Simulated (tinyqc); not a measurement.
Gamma, L and X subbands of a thin body with non-parabolic valleys: one step. Subband edges. Two cases, with inputs chosen for the exercise.

Problem. n = 1 to 8 for each group; list the ten lowest.

Hard walls, flat band, c = hbar^2/2m0, energies from the bulk Gamma edge. For a valley at angle theta to the normal 1/m_z = cos^2/ml + sin^2/mt and m_d = sqrt(ml mt^2/m_z). Subband n starts at E_v + e with e (1 + a e) = c (n pi/t)^2/m_z, and its density-of-states mass is taken as m_d (1 + 2 a e), without further growth at higher in-plane energy. Groups are named by valley and degeneracy.

Constants: hbar^2/2m0 = 3.80998211 eV angstrom^2.

Case 1.

Values chosen (out of a larger set: near those of a thin InP channel; not measured data): t = 84 angstrom (body thickness).

Groups:
```
group,g,E_v (eV),m_z,m_d,a (1/eV)
G1,1,0.00000,0.078500,0.078500,0.6000
L1,1,0.61200,1.651000,0.099000,0.3600
L3,3,0.61200,0.110546,0.382592,0.3600
X3,3,0.99200,0.361434,0.432913,0.3600
```

Case 2.

Values chosen (out of a larger set: near those of a thin GaAs channel; not measured data): t = 50 angstrom (body thickness).

Groups:
```
group,g,E_v (eV),m_z,m_d,a (1/eV)
G1,1,0.00000,0.067500,0.067500,0.5800
L2,2,0.35100,0.206166,0.226237,0.4800
L2',2,0.35100,0.074000,0.377622,0.4800
X2,2,0.52100,0.385846,0.411033,0.4800
X1,1,0.52100,0.228000,0.534707,0.4800
```

Give: Subbands.

Solution.

Case 1.

Subbands:
```
subband,g,E (eV),DOS mass
G1 n=1,1,0.0653,0.0847
G1 n=2,1,0.2377,0.1009
G1 n=3,1,0.4754,0.1233
L1 n=1,1,0.6152,0.0992
L1 n=2,1,0.6249,0.0999
L1 n=3,1,0.6408,0.1010
L3 n=1,3,0.6594,0.3956
L1 n=4,1,0.6627,0.1026
L1 n=5,1,0.6905,0.1046
L1 n=6,1,0.7237,0.1070
```

The lowest subband is G1 n=1, 172 meV below G1 n=2; in the bulk the lowest valley is Gamma.

Case 2.

Subbands:
```
subband,g,E (eV),DOS mass
G1 n=1,1,0.1997,0.0831
L2 n=1,2,0.4216,0.2416
L2' n=1,2,0.5376,0.4453
X2 n=1,2,0.5593,0.4261
X1 n=1,1,0.5850,0.5676
L2 n=2,2,0.6105,0.2826
G1 n=2,1,0.6479,0.1182
X2 n=2,2,0.6667,0.4685
X1 n=2,1,0.7579,0.6563
X2 n=3,2,0.8269,0.5317
```

The lowest subband is G1 n=1, 222 meV below L2 n=1; in the bulk the lowest valley is Gamma.

Computed by tinyqc, one run a case: `OMP_NUM_THREADS=1 python tinyqc.py N N+1 out.jsonl` with N = 1250698, 1251012; one thread of a shared Intel(R) Xeon(R) Processor @ 2.30GHz, about 0.04 s a run at most.
